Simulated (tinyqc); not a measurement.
Worked calculation: out-diffusion of a doped substrate or buried layer into a growing epitaxial film. Computed by tinyqc, a small Python program that keeps every step. Command: `OMP_NUM_THREADS=1 python tinyqc.py 3020636 3020637 out.jsonl buried walk`. One thread of a shared host (Intel(R) Xeon(R) Processor @ 2.30GHz), about 0.01 s of CPU time with the checks. Intermediate numbers are printed to about 7 digits and carried at full precision; extremes and crossings named in words are read from the listed rows.

x is counted from the original substrate surface into the film, whose surface moves as x = v t. Substrate dopant has one diffusivity; the dopant of the film is taken as uniform.

Inputs (values chosen for the exercise, modelled on phosphorus in silicon):
```
quantity                                            value    unit
prefactor D0                                         4.28  cm^2/s
activation energy E                                  3.68      eV
substrate concentration C_s                       5.8e+18  1/cm^3
film doping C_e                                   7.9e+14  1/cm^3
growth rate v                                        0.14  um/min
film thickness d                                      6.7      um
growth temperature T                                 1000       C
autodoping level at the start, as a share of C_s    0.001       -
decay length of autodoping                           0.23      um
later thermal budget (Dt)2                          3e-12    cm^2
```

Film doping: opposite type.

Constants: k_B = 8.617333262e-05 eV/K.

## Scales

D = D0 exp(-E/(k_B T)); growth time t = d/v; l = 2 sqrt(D t); growth number G = v t/l = d/l; 1 um = 1e-4 cm. Temperatures in kelvin are T(C) + 273.15.

diffusivity D = 1.159107e-14 cm^2/s

growth time t = 47.85714 min

length l = 0.1153827 um

growth number G = 58.06762

The surface outruns diffusion, so the film acts as an infinite medium.

## Moving boundary against the simple erfc

For a surface that grows from dopant-free material and loses none by evaporation, with u = x/l and s = G - u: C/C_s = (1/2) [erfc(u) + (1 + 4 G (G + s)) exp(4 G s) erfc(G + s) - (4G/sqrt(pi)) exp(-u^2)]; for large G it tends to (1/2) erfc(u). Early in the growth G = sqrt(v x_s/(4 D)) for the thickness x_s reached so far; rows give C at the interface (u = 0) and at the surface (u = G).

The first stage of growth:
```
G     C/C_s at the interface  C at the surface (1/cm^3)  simple erfc there (1/cm^3)     ratio  thickness x_s (nm)
0.10               0.8240326               4.602721e+18                2.573858e+18  1.788258        1.987041e-02
0.25               0.6796730               3.184950e+18                2.098653e+18  1.517616        1.241900e-01
0.50               0.5771858               1.623182e+18                1.390550e+18  1.167294        4.967602e-01
0.75               0.5380755               7.632567e+17                8.376487e+17  0.911189        1.117710e+00
1.00               0.5209014               3.293827e+17                4.561677e+17  0.722065        1.987041e+00
1.50               0.5079422               4.655231e+16                9.829508e+16  0.473598        4.470842e+00
2.00               0.5037327               4.440736e+15                1.356543e+16  0.327357        7.948163e+00
2.50               0.5020203               2.792216e+14                1.180161e+15  0.236596        1.241900e+01
3.00               0.5012072               1.136967e+13                6.406244e+13  0.177478        1.788337e+01
```

At the interface the value falls from 0.824 towards 1/2 as G grows; among these rows it is within 1 % of 1/2 from G = 2 on. At the surface the ratio to the simple erfc goes from 1.788 to 0.177: a fixed wall would double the value, while fresh undoped material dilutes a fast-moving surface. The surface value drops below C_e = 7.9e14 by the row at 12.4 nm; the finished film has G = 58.1. Caution: rows with a thickness or a length l = x_s/G below about 1 nm are formal for a continuum model.

## Transition width

After growth and the later budget: l2 = 2 sqrt(D t + (Dt)2); C(x) = (C_s/2) erfc(x/l2) + share x C_s exp(-x/decay length) for x > 0 (autodoping taken as unchanged by the later budget). The transition x_t solves C(x) = C_e, the metallurgical junction. Usable film = d - x_t. Also give x_t for the erfc term alone, after growth and after the later budget.

length l2 = 0.1204706 um

x_t after growth, erfc alone = 0.2969973 um

x_t after the later budget, erfc alone = 0.3100936 um

x_t with autodoping = 0.4585852 um

usable film = 6.241415 um

Autodoping sets the transition. The later budget is 0.090 times that of the growth.

## Profile in the film

Positions are 0.05, 0.2, 0.4, 0.6, 0.8, 1, 1.25 and 1.5 of x_t with autodoping (any beyond the film thickness are formal); net doping = |C - C_e|.

Concentrations (1/cm^3):
```
x/x_t     x (um)     diffusion    autodoping    net doping
0.05   0.0229293  2.284621e+18  5.249671e+15  2.289080e+18
0.20   0.0917170  8.167165e+17  3.892642e+15  8.198191e+17
0.40   0.1834341  9.074532e+16  2.612528e+15  9.256785e+16
0.60   0.2751511  3.589677e+15  1.753386e+15  4.553063e+15
0.80   0.3668682  4.805706e+13  1.176777e+15  4.348337e+14
1.00   0.4585852  2.120075e+11  7.897880e+14             0
1.25   0.5732315         < 1e8  4.797679e+14  3.102321e+14
1.50   0.6878778         < 1e8  2.914418e+14  4.985582e+14
```

Checks made by the program: conservation of dopant by the moving-boundary solution (relative difference below 1e-10).
